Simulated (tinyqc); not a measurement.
Inside a calculation. Method: RKS/BP86 in the sto-6g basis, for BeH2, spin multiplicity 1. One step of it, computed by the program tinyqc.

Question. Iteration 2: building the Kohn-Sham matrix. J_ij = sum D_kl (ij|kl); F = H + J + V_xc; E = tr D H + tr D J / 2 + E_xc + E_nn.

D after iteration 1, lower triangle:
```
,1Be 1s,1Be 2s,1Be 2px,1Be 2py,1Be 2pz,2H 1s,3H 1s
1Be 1s,2.087866
1Be 2s,-0.281420,0.861055
1Be 2px,-0.017786,0.059623,0.004134
1Be 2py,-0.027327,0.094959,0.008008,0.499331
1Be 2pz,-0.033944,0.124342,0.008660,0.028907,0.018450
2H 1s,-0.131022,0.489181,0.034790,0.359312,0.080220,0.469010
3H 1s,-0.122593,0.383920,0.025079,-0.472879,0.039449,-0.103627,0.714203
```

core Hamiltonian H = T + V (hartree), lower triangle:
```
,1Be 1s,1Be 2s,1Be 2px,1Be 2py,1Be 2pz,2H 1s,3H 1s
1Be 1s,-8.665328
1Be 2s,-2.041361,-2.766815
1Be 2px,0.000000,0.000000,-2.258027
1Be 2py,-0.001279,-0.006805,0.000000,-2.460686
1Be 2pz,0.000000,0.000000,0.000000,0.000000,-2.258027
2H 1s,-0.465573,-1.138281,0.000000,-1.216567,0.000000,-2.111213
3H 1s,-0.406852,-1.059344,0.000000,1.153613,0.000000,-0.082232,-2.054460
```

Two-electron integrals (ij|kl) in chemists' order, unique and non-zero (hartree):
```
i,j,k,l,(ij|kl)
1,1,1,1,2.299996
2,1,1,1,0.361879
2,1,2,1,0.071926
2,2,1,1,0.570332
2,2,2,1,0.139654
2,2,2,2,0.417773
3,1,3,1,0.015252
3,2,3,1,0.022555
3,2,3,2,0.092340
3,3,1,1,0.570332
3,3,2,1,0.139654
3,3,2,2,0.417773
3,3,3,3,0.450117
4,1,4,1,0.015252
4,2,4,1,0.022555
4,2,4,2,0.092340
4,3,4,3,0.024258
4,4,1,1,0.570332
4,4,2,1,0.139654
4,4,2,2,0.417773
4,4,3,3,0.401601
4,4,4,4,0.450117
5,1,5,1,0.015252
5,2,5,1,0.022555
5,2,5,2,0.092340
5,3,5,3,0.024258
5,4,5,4,0.024258
5,5,1,1,0.570332
5,5,2,1,0.139654
5,5,2,2,0.417773
5,5,3,3,0.401601
5,5,4,4,0.401601
5,5,5,5,0.450117
6,1,1,1,0.083966
6,1,2,1,0.016204
6,1,2,2,0.031326
6,1,3,3,0.031067
6,1,4,1,0.001603
6,1,4,2,0.003105
6,1,4,4,0.031843
6,1,5,5,0.031067
6,1,6,1,0.003861
6,2,1,1,0.198110
6,2,2,1,0.049259
6,2,2,2,0.159980
6,2,3,3,0.153990
6,2,4,1,0.006878
6,2,4,2,0.040199
6,2,4,4,0.171960
6,2,5,5,0.153990
6,2,6,1,0.012263
6,2,6,2,0.090649
6,3,3,1,0.004794
6,3,3,2,0.021710
6,3,4,3,0.007007
6,3,6,3,0.008402
6,4,1,1,0.211927
6,4,2,1,0.053371
6,4,2,2,0.181163
6,4,3,3,0.170523
6,4,4,1,0.011135
6,4,4,2,0.062693
6,4,4,4,0.202442
6,4,5,5,0.170523
6,4,6,1,0.013953
6,4,6,2,0.116875
6,4,6,4,0.155701
6,5,5,1,0.004794
6,5,5,2,0.021710
6,5,5,4,0.007007
6,5,6,5,0.008402
6,6,1,1,0.364737
6,6,2,1,0.092546
6,6,2,2,0.335294
6,6,3,3,0.311096
6,6,4,1,0.015322
6,6,4,2,0.114594
6,6,4,4,0.383689
6,6,5,5,0.311096
6,6,6,1,0.023861
6,6,6,2,0.240686
6,6,6,4,0.329583
6,6,6,6,0.774999
7,1,1,1,0.073248
7,1,2,1,0.014146
7,1,2,2,0.027386
7,1,3,3,0.027159
7,1,4,1,-0.001401
7,1,4,2,-0.002728
7,1,4,4,0.027838
7,1,5,5,0.027159
7,1,6,1,0.003051
7,1,6,2,0.008874
7,1,6,4,0.009234
7,1,6,6,0.016429
7,1,7,1,0.002943
7,2,1,1,0.182774
7,2,2,1,0.045505
7,2,2,2,0.148998
7,2,3,3,0.143302
7,2,4,1,-0.006335
7,2,4,2,-0.037850
7,2,4,4,0.160390
7,2,5,5,0.143302
7,2,6,1,0.009383
7,2,6,2,0.044116
7,2,6,4,0.045442
7,2,6,6,0.086548
7,2,7,1,0.009916
7,2,7,2,0.080380
7,3,3,1,0.004296
7,3,3,2,0.019775
7,3,4,3,-0.006493
7,3,6,3,0.003159
7,3,7,3,0.007185
7,4,1,1,-0.198960
7,4,2,1,-0.050146
7,4,2,2,-0.171479
7,4,3,3,-0.161411
7,4,4,1,0.010216
7,4,4,2,0.058918
7,4,4,4,-0.191616
7,4,5,5,-0.161411
7,4,6,1,-0.009957
7,4,6,2,-0.046455
7,4,6,4,-0.046080
7,4,6,6,-0.089863
7,4,7,1,-0.011447
7,4,7,2,-0.105095
7,4,7,4,0.141571
7,5,5,1,0.004296
7,5,5,2,0.019775
7,5,5,4,-0.006493
7,5,6,5,0.003159
7,5,7,5,0.007185
7,6,1,1,0.013800
7,6,2,1,0.003342
7,6,2,2,0.009987
7,6,3,3,0.009791
7,6,4,1,-0.000007
7,6,4,2,-0.000054
7,6,4,4,0.010378
7,6,5,5,0.009791
7,6,6,1,0.000754
7,6,6,2,0.003994
7,6,6,4,0.004634
7,6,6,6,0.008861
7,6,7,1,0.000661
7,6,7,2,0.003788
7,6,7,4,-0.004488
7,6,7,6,0.000245
7,7,1,1,0.350639
7,7,2,1,0.089043
7,7,2,2,0.325958
7,7,3,3,0.302575
7,7,4,1,-0.014297
7,7,4,2,-0.110638
7,7,4,4,0.372725
7,7,5,5,0.302575
7,7,6,1,0.018139
7,7,6,2,0.090739
7,7,6,4,0.092274
7,7,6,6,0.179729
7,7,7,1,0.020034
7,7,7,2,0.225336
7,7,7,4,-0.312290
7,7,7,6,0.008861
7,7,7,7,0.774999
```

nuclear repulsion = 3.05690586 hartree

V_xc (hartree), lower triangle:
```
,1Be 1s,1Be 2s,1Be 2px,1Be 2py,1Be 2pz,2H 1s,3H 1s
1Be 1s,-1.500958
1Be 2s,-0.188258,-0.319265
1Be 2px,-0.001050,-0.007402,-0.286199
1Be 2py,-0.000906,-0.004454,-0.000289,-0.385455
1Be 2pz,-0.002228,-0.015344,0.000107,-0.001522,-0.286084
2H 1s,-0.046598,-0.155634,-0.001559,-0.195311,-0.003440,-0.437067
3H 1s,-0.040375,-0.148176,-0.001251,0.190193,-0.002385,-0.008988,-0.460554
```

E_xc = sum of w rho eps_xc = -3.60528285 hartree

Give: Coulomb J; Kohn-Sham matrix F; total energy of this density.

Answer.

Coulomb J (hartree), lower triangle:
```
,1Be 1s,1Be 2s,1Be 2px,1Be 2py,1Be 2pz,2H 1s,3H 1s
1Be 1s,6.4405
1Be 2s,1.1757,2.6263
1Be 2px,0.0027,0.0127,2.5628
1Be 2py,0.0006,-0.0095,0.0006,2.7527
1Be 2pz,0.0057,0.0265,0.0004,0.0020,2.5635
2H 1s,0.2711,1.0422,0.0033,1.2030,0.0071,2.3212
3H 1s,0.2367,0.9936,0.0027,-1.1755,0.0053,0.0654,2.3851
```

Kohn-Sham matrix F (hartree), lower triangle:
```
,1Be 1s,1Be 2s,1Be 2px,1Be 2py,1Be 2pz,2H 1s,3H 1s
1Be 1s,-3.7258
1Be 2s,-1.0539,-0.4598
1Be 2px,0.0016,0.0053,0.0185
1Be 2py,-0.0016,-0.0208,0.0003,-0.0935
1Be 2pz,0.0035,0.0111,0.0005,0.0005,0.0194
2H 1s,-0.2410,-0.2517,0.0017,-0.2089,0.0036,-0.2271
3H 1s,-0.2105,-0.2140,0.0014,0.1683,0.0029,-0.0258,-0.1299
```

total energy of this density = -15.818333 hartree
